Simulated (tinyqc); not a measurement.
## Minority carriers and saturation current of a heavily doped emitter: effect of the doping

n-type, parabolic bands, full ionisation. eta = (EF - Ec)/kB T solves N = Nc F12(eta), F12(x) = (2/sqrt(pi)) int_0^infinity sqrt(u)/(1 + exp(u - x)) du. The gap shrinks rigidly by dEg = E1 [ln(N/N0) + sqrt(ln^2(N/N0) + 0.5)], an empirical law that is here taken as the true narrowing.

ni = sqrt(Nc Nv) exp(-Eg/(2 Vt)), Eg in volts; degeneracy factor g = F12(eta) exp(-eta); nie^2 = ni^2 exp(dEg/kB T) g, p0 = nie^2/N; apparent narrowing dEg + kB T ln g. 1/tau = Cn N^2 + 1/ts, D = mup Vt, L = sqrt(D tau); J0 = (q p0 D/L)(s + tanh(W/L))/(1 + s tanh(W/L)), s = S L/D; the share recombining inside is 1 - 1/[cosh(W/L)(1 + tanh(W/L)/s)]. The mobility is held fixed.

Inputs (values chosen for the exercise); band and dielectric values close to those of silicon:
- T = 250 K (temperature)
- Eg = 1.11 eV (band gap)
- Nc = 2.15e19 cm^-3 (conduction-band density of states at 250 K)
- Nv = 2.05e19 cm^-3 (valence-band density of states at 250 K)
- E1 = 6.9 meV (energy of the narrowing law)
- N0 = 7.8e16 cm^-3 (density of the narrowing law)
- mup = 250 cm^2/(V s) (minority-hole mobility)
- Cn = 3.3e-31 cm^6/s (Auger coefficient)
- ts = 1.8 us (defect lifetime)
- W = 630 nm (emitter width)
- S = 6600 cm/s (recombination velocity at the contact)

Constants: q = 1.602176634e-19 C, kB = 1.380649e-23 J/K, Vt = kB T/q. Results are converted to the units shown.

Effect of the doping:
```
N (cm^-3)	apparent narrowing (meV)	p0 (cm^-3)	L (nm)	J0 (fA/cm^2)	share inside (%)
4.9e17	26.09	0.1269	2.913e4	0.1253	0.6254
1.1e18	36.77	0.09278	2.375e4	0.09191	0.9379
2.3e18	46.39	0.06935	1.530e4	0.06957	2.231
5e18	56.06	0.04997	7821	0.05318	8.037
1.1e19	64.77	0.03404	3647	0.04623	28.74
2.4e19	70.99	0.02082	1681	0.05615	65.91
5.2e19	72.16	0.01014	776.7	0.08109	90.77
1.1e20	63.76	0.003247	367.2	0.07192	98.40
2.5e20	33.78	3.553e-4	161.6	0.01896	99.92
```

The apparent narrowing goes from 26.1 through a maximum of 72.2 (at N = 5.2e19 cm^-3 among the rows listed) to 33.8 meV. p0 goes as N^(-0.39) between the first two rows and N^(-2.70) between the last two (-1 without narrowing or degeneracy), and J0 moves up and down between 0.0190 and 0.125 fA/cm^2.

Range of the model: Band tails, non-parabolic bands and incomplete ionisation are left out.

tinyqc, about 0.01 s, one thread, Intel Xeon 2.30GHz (shared host): `OMP_NUM_THREADS=1 python tinyqc.py 2330034 2330035 out.jsonl`
